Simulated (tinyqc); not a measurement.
Two regimes over temperature: microkinetic model of low-temperature epitaxy from hydride gases: adsorption, hydrogen desorption and rate control. Computed by tinyqc, a small Python program. Command: `OMP_NUM_THREADS=1 python tinyqc.py 3024173 3024174 out.jsonl hepi walk`. One thread of a shared host (Intel(R) Xeon(R) Processor @ 2.30GHz), about 0.01 s of CPU time with the checks.

Each hydride molecule needs two free sites and leaves four hydrogen atoms, of which two leave at once as H2; theta is the hydrogen coverage, the site density is 6.78 per nm^2 and one layer is 1.358 angstrom thick.

Inputs (values chosen for the exercise, close to those used for silane and germane on Si(001)): silane pressure p_S = 0.47 Pa; sticking prefactor of silane s0 = 0.067; adsorption barrier E_s = 0.17 eV; desorption prefactor nu_d = 2.2e+12 1/s; desorption energy on silicon E_d = 1.95 eV; hydrogen carrier pressure p_H = 570 Pa; sticking of hydrogen s_H = 3.5e-08; germane pressure p_G = 0.16 Pa; sticking ratio of germane to silane r_G = 2.6; lowering of E_d per unit germanium fraction, dE = 0.42 eV.

Film: silicon-germanium. Order of hydrogen desorption: first.

Constants: k_B = 8.617333262e-05 eV/K; u = 1.6605390666e-27 kg; k_B = 1.380649e-23 J/K.

Method:
- Flux per site F = p/(sqrt(2 pi M k_B T) x 6.78e18 per m^2), M = 32.12 u (silane), 76.63 u (germane), 2.016 u (hydrogen); s = s0 exp(-E_s/(k_B T)); k_S = s F_S, k_G = r_G s F_G; germanium fraction x = k_G/(k_S + k_G); k = k_S + k_G; k_H = s_H F_H; k_d = nu_d exp(-(E_d - dE x)/(k_B T)).
- With k the hydride and k_H the hydrogen adsorption rate on free pairs and k_d the desorption rate, steady state: 2 (k + k_H)(1 - theta)^2 = k_d theta; growth rate R = k (1 - theta)^2 layers/s; 1 layer/s = 8.148 nm/min.
- Temperatures in kelvin are T(C) + 273.15.
- Limits: desorption-limited R = k_d k/(2 (k + k_H)), adsorption-limited R = k.

Growth:
```
T (C)       theta  G (nm/min)  desorption limit (nm/min)  adsorption limit (nm/min)
400    9.2932e-01  2.8434e-01                 3.0597e-01                      56.92
450    8.2115e-01  2.1511e+00                 2.6196e+00                      67.25
500    6.2902e-01  1.0678e+01                 1.6976e+01                      77.59
550    3.8232e-01  3.3500e+01                 8.7624e+01                      87.80
600    1.7686e-01  6.6261e+01                 3.7464e+02                      97.79
650    6.8209e-02  9.3326e+01                 1.3682e+03                     107.49
700    2.5378e-02  1.1099e+02                 4.3734e+03                     116.84
750    9.8857e-03  1.2334e+02                 1.2477e+04                     125.82
800    4.1293e-03  1.3329e+02                 3.2279e+04                     134.40
850    1.8513e-03  1.4205e+02                 7.6729e+04                     142.58
```

What follows from these numbers?

The apparent activation energy of G is 1.70 eV between the first rows and 0.13 eV between the last; full hydrogen cover gives a value near the desorption energy (plus E_s where k_H far exceeds k), a bare surface one near E_s less k_B T/2 from the flux. The coverage passes one half between 500 and 550 C, the knee of the Arrhenius plot.

Extremes, crossings and ranges named in words are read from the listed rows.
